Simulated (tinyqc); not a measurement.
What each parameter does: model-solid line-up of a strained alloy layer on a substrate.

All values of the alloy are linear in x but the gap, Eg(x) = (1 - x) Eg_A + x Eg_B - C x (1 - x), and the valence edge, Ev(x) = (1 - x) Ev_A + x Ev_B + fv C x (1 - x); Ec = Ev + Eg. Ev is the top of the unstrained valence band on a scale common to all materials. In the layer only the Gamma valley of the conduction band is followed, also where an X or L valley would lie lower.

Coherent growth on a (001) face: e_par = (a_s - a)/a, e_perp = -2 (C12/C11) e_par; exx = eyy = e_par, ezz = e_perp, no shear.

Strained edges: Ec + ac tr(e); the valence edges are Ev plus the levels of the 6 x 6 matrix of X, Y, Z times spin with -Dso/3 + l exx + m (eyy + ezz) on the diagonal (cyclic), n exy off it, l = av + 2 b, m = av - b, n = sqrt(3) d. Spin-orbit term (Dso/3) L.sigma on X, Y, Z with (L_k)_ij = -i epsilon_kij: <X+|H|Y+> = -i Dso/3, <X+|H|Z-> = Dso/3, <Y+|H|Z-> = -i Dso/3, <Z+|H|X-> = -Dso/3, <Z+|H|Y-> = i Dso/3, <X-|H|Y-> = i Dso/3, and their conjugates; + and - are the spin along z.

dEc = Ec(substrate) - Ec(layer), dEv = Ev(layer) - Ev(substrate); positive values confine the carrier in the layer. Type I: both of one sign; type II: opposite signs; type III: the gaps do not overlap.

Inputs chosen for the exercise (A near GaAs, B near GaSb, substrate near InP; the results hold for these values, not for the real material): a = (5.657, 6.103) angstrom (lattice constant of A, B); Eg = (1.525, 0.823) eV (gap at Gamma to the s-like level of A, B); Dso = (0.339, 0.764) eV (spin-orbit splitting of A, B); Ev = (-0.8, -0.03) eV (top of the unstrained valence band of A, B); ac = (-7.09, -7.53) eV (conduction deformation potential of A, B); av = (1.17, 0.8) eV (valence hydrostatic potential of A, B); b = (-1.97, -1.98) eV (tetragonal shear potential of A, B); d = (-4.87, -4.68) eV (trigonal shear potential of A, B); C11 = (123.6, 88.3) GPa (of A, B); C12 = (56.6, 40.2) GPa (of A, B); C44 = (59.5, 42.8) GPa (of A, B); C = 1.534 eV (bowing of the gap); fv = 0.7 (share of the bowing taken by the valence edge); a_s = 5.867 angstrom (substrate); Eg_s = 1.408 eV (lowest gap of the substrate); Ev_s = -0.94 eV (substrate valence edge); face = 001 (growth face); x = 0.36 (fraction of B).

Strained gap, valence splitting and offsets.

Results for these values:

| case | gap (eV) | splitting (meV) | dEc (eV) | dEv (eV) |
|---|---|---|---|---|
| base | 0.8064 | 68.1 | -0.1086 | 0.7102 |

What happens to each result for a_s = 5.847 angstrom, all else kept?

Answer: gap rises from 0.8064 to 0.8528; splitting falls from 68.1 to 39.7; dEc falls from -0.1086 to -0.1356; dEv falls from 0.7102 to 0.6908.

The same for each parameter in turn:

| case | gap (eV) | splitting (meV) | dEc (eV) | dEv (eV) |
|---|---|---|---|---|
| base | 0.8064 | 68.1 | -0.1086 | 0.7102 |
| x = 0.34 | 0.8083 | 81.4 | -0.0979 | 0.6976 |
| a_s = 5.847 angstrom | 0.8528 | 39.7 | -0.1356 | 0.6908 |
| C = 1.634 eV | 0.7834 | 68.1 | -0.1017 | 0.7263 |
| fv = 0.9 | 0.8064 | 68.1 | -0.1793 | 0.7809 |
| Ev_s = -0.89 eV | 0.8064 | 68.1 | -0.0586 | 0.6602 |
| Dso = (0.39, 0.879) eV | 0.8069 | 67.6 | -0.1086 | 0.7097 |
| C12 = (65.09, 46.23) GPa | 0.8132 | 73.3 | -0.1170 | 0.7118 |
| av = (1.346, 0.92) eV | 0.8050 | 68.1 | -0.1086 | 0.7116 |

tinyqc: `OMP_NUM_THREADS=1 python tinyqc.py 1050490 1050491 out.jsonl`; about 0.02 s, one thread, shared Intel(R) Xeon(R) Processor @ 2.30GHz.
